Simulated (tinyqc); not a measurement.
Dielectric constant under pressure: Penn model of the dielectric constant and Phillips ionicity.

n = 32/a^3; Ep^2 = 8 pi c e2 n with c = hbar^2/2m0, e2 = e^2/(4 pi eps0); EF = c (3 pi^2 n)^(2/3); eps = 1 + (Ep/Eg)^2 S with S = 1 - Eg/(4 EF) + (Eg/(4 EF))^2/3, Eg the Penn gap. Core d shells are left out.

Phillips: bond length d = sqrt(3) a/4; homopolar gap Eh = 39.74 d^(-2.48) eV (d in angstrom); Eg^2 = Eh^2 + C^2; ionicity fi = C^2/Eg^2.

Constants: hbar^2/2m0 = 3.80998211 eV angstrom^2; e^2/(4 pi eps0) = 14.39964547 eV angstrom.

Inputs chosen for the exercise (out of a larger set: near those of Ge; not measured data): a = 5.65 angstrom (cubic lattice constant, 32 valence electrons a cell); C0 = 0 eV (ionic gap, held fixed).

The lattice constant is scaled by the factor listed; C = C0.

Results:
```
factor  Eh (eV)  Eg (eV)  Ep (eV)     eps     fi
0.94      5.038    5.038   17.162  11.518  0.000
0.96      4.782    4.782   16.628  11.972  0.000
0.98      4.543    4.543   16.122  12.436  0.000
0.99      4.430    4.430   15.878  12.671  0.000
1.00      4.321    4.321   15.641  12.909  0.000
1.01      4.216    4.216   15.409  13.149  0.000
1.02      4.114    4.114   15.183  13.392  0.000
1.04      3.921    3.921   14.747  13.884  0.000
```

What does the comparison show, and why?

d ln eps/d ln a = +1.85 around factor 1: eps falls under compression. Ep^2 goes as a^-3 and Eh^2 as a^-4.96; with C fixed Eg^2 goes as a^-4.96 at fi = 0.000, and leaving S aside the two powers balance at fi = 0.395. The slope is a difference of two powers and the model omits d shells and any change of C, so it is no prediction for a real crystal; eps from C0 (row 1.00) need not match a measured ei.

Run: tinyqc, `OMP_NUM_THREADS=1 python tinyqc.py 1650749 1650750 out.jsonl`; Intel(R) Xeon(R) Processor @ 2.30GHz, one thread, shared host; about 0.01 s of CPU time with all checks.
